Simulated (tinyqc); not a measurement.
# Hall measurement with a parallel conducting layer

Two layers in parallel, unit Hall factors, low field: 1/Rs = q (ns mu + n2 m2); apparent mobility (ns mu^2 + sg n2 m2^2)/(ns mu + n2 m2); apparent density (ns mu + n2 m2)^2/(ns mu^2 + sg n2 m2^2); a negative value means the sign of the second layer.

Parameters, values chosen for the exercise:
- ns = 2.2e13 cm^-2 (sheet density of the layer)
- mu = 95 cm^2/(V s) (drift mobility)
- m2 = 1000 cm^2/(V s) (mobility of the parallel layer)
- sg = 1 (sign of its carriers relative to the first layer)

Constants: q = 1.602176634e-19 C. Results are converted to the units shown.

Hall measurement with a parallel conducting layer:
columns A: n2 (cm^-2); B: Rs (ohm/square); C: apparent density (cm^-2); D: apparent mobility (cm^2/(V s)); E: share of the conductance in layer 2 (%)
```
A           B          C       D       E
7e10   2889.6  1.7373e13  124.33  3.2407
3e11   2611.5  1.1457e13  208.60  12.552
1e12   2019.9  7.9664e12  387.88  32.362
5e12   880.33  9.6696e12  733.22  70.522
2e13   282.55  2.4159e13  914.38  90.539
9e13   67.776  9.4021e13  979.46  97.730
4e14   15.523  4.0399e14  995.30  99.480
2e15   3.1175  2.0040e15  999.06  99.896
7e15  0.89138  7.0040e15  999.73  99.970
```

What does the comparison show?

The apparent mobility rises from 124 to 1000 cm^2/(V s), between mu = 95 and sg m2 = 1000. The apparent density never exceeds ns + n2; among the rows it falls to 0.346 of that sum, at n2 = 1e12.

Program tinyqc, `OMP_NUM_THREADS=1 python tinyqc.py 2850117 2850118 out.jsonl`; Intel Xeon 2.30GHz, shared host, one thread, about 0.01 s.
